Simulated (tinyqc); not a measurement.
Long runs: velocity against field: Monte Carlo simulation of one carrier in a uniform electric field. Computed by tinyqc, a small Python program. Command: `OMP_NUM_THREADS=1 python tinyqc.py 3007253 3007254 out.jsonl mcfl walk`. One thread of a shared host (Intel(R) Xeon(R) Processor @ 2.30GHz), about 2 s of CPU time with the checks.

The force e F acts along +z. Flights end at the constant total rate Gamma; the part of Gamma that the real rates do not fill is self-scattering, which leaves k unchanged. One valley, no impurities and no intervalley scattering.

Inputs (values chosen for the exercise, modelled on CdTe):

| quantity | value | unit |
|---|---|---|
| effective mass m | 0.0963 | m_0 |
| non-parabolicity alpha | 0.49 | 1/eV |
| static permittivity eps_s | 10.2 | - |
| high-frequency permittivity eps_inf | 7.1 | - |
| density rho | 5850 | kg/m^3 |
| sound velocity v_l | 3520 | m/s |
| acoustic deformation potential D_A | 5.7 | eV |
| optical phonon energy hbar w | 21.3 | meV |
| lattice temperature T | 100 | K |
| electric field F | 0.11 | kV/cm |
| energy E_max up to which Gamma must cover the rates | 1 | eV |
| seed of the random numbers | 75094 | - |

Crystal: polar. Band: Kane.

Constants: k_B = 1.380649e-23 J/K; e = 1.602176634e-19 C; hbar = 1.054571817e-34 J s; m_0 = 9.1093837015e-31 kg; hbar = 6.582119569e-16 eV s; eps_0 = 8.8541878128e-12 F/m; k_B = 8.617333262e-05 eV/K.

Method:
- Kane band: hbar^2 k^2/(2 m) = E (1 + alpha E), speed v = hbar k/(m (1 + 2 alpha E)), states per spin, volume and energy g(E) = m k (1 + 2 alpha E)/(2 pi^2 hbar^2); overlap factors are set to 1. Masses are multiplied by m_0 and all formulas are in SI units.
- Phonon occupation N_q = 1/(exp(hbar w/(k_B T)) - 1).
- Acoustic deformation potential (elastic, equipartition, absorption and emission together): 1/tau = 2 pi k_B T D_A^2 g(E)/(hbar rho v_l^2).
- Polar optical, unscreened: W = e^2 w (1/eps_inf - 1/eps_s) m (1 + 2 alpha E') ln|(k + k')/(k - k')| / (4 pi eps_0 hbar^2 k), times N_q for absorption (E' = E + hbar w) and N_q + 1 for emission (E' = E - hbar w > 0), with alpha = 0 for a parabolic band; mean cosine of the angle <cos> = (k^2 + k'^2)/(2 k k') - 1/ln|(k + k')/(k - k')|.
- Gamma is 1.05 times the largest total rate on the grid E = (j + 1/2) E_max/400, j = 0..399.
- On the grid E_j = (j + 1/2) hbar w/12 up to 20 k_B T + 2 hbar w, solve (sum of rates) l(E) = v(E) + W_abs <cos> l(E + hbar w) + W_em <cos> l(E - hbar w); mu_0 = e sum g v l exp(-E/k_B T)/(3 k_B T sum g exp(-E/k_B T)).
- Flight: t = -ln(r1)/Gamma; k_z grows by e F t/hbar; E follows from the band; dz = (E_end - E_start)/(e F).
- Choice: with cumulative rates in the order acoustic, absorption, emission, the process is the first whose sum exceeds r2 Gamma; if none, self-scattering.
- Final state: E' = E, E + hbar w or E - hbar w gives k'. Isotropic processes: cos(theta) = 1 - 2 r3 from the z axis, phi = 2 pi r4, k' (sin theta cos phi, sin theta sin phi, cos theta). Polar processes: cos(b) = [1 + xi - (1 + 2 xi)^r3]/xi, xi = 2 k k'/(k - k')^2, b from the old direction n; new direction cos b n + sin b (cos phi e1 + sin phi e2), e1 = (z x n)/|z x n|, e2 = n x e1.
- Each row: 250 carriers from a thermal start, 1600 flights each, the first half discarded, random numbers not printed; the error is the standard error over ten groups; the mean energy is taken at the ends of flights, which sample time evenly. Fields at which more than 0.02 % of the events exceed Gamma are left out.

Gamma = 18.6959 1e12/s

low-field mobility mu_0 = 8186.99 cm^2/(V s)

Monte Carlo results:

| F (kV/cm) | drift velocity (1e5 m/s) | error (1e5 m/s) | mu_0 F (1e5 m/s) | mean energy (meV) | real events (%) |
|---|---|---|---|---|---|
| 0.028 | 0.0253 | 0.0100 | 0.02292 | 13.3 | 20.6 |
| 0.055 | 0.0386 | 0.0100 | 0.04503 | 13.3 | 20.6 |
| 0.110 | 0.0861 | 0.0110 | 0.09006 | 13.3 | 20.6 |
| 0.220 | 0.1640 | 0.0089 | 0.18011 | 13.3 | 20.7 |
| 0.440 | 0.3120 | 0.0073 | 0.36023 | 13.5 | 20.9 |

What does the comparison show, and why?

At the lowest field the drift velocity is 1.10 +/- 0.44 of the ohmic value mu_0 F, at the highest 0.87 +/- 0.02. The mean energy goes from 13 to 14 meV against the parabolic-band thermal value 3 k_B T/2 = 13 meV: the curve ends near the ohmic line. Only 21 to 21 % of the events are real; the rest is the price of a constant Gamma.

Extremes, crossings and ranges named in words are read from the listed rows.
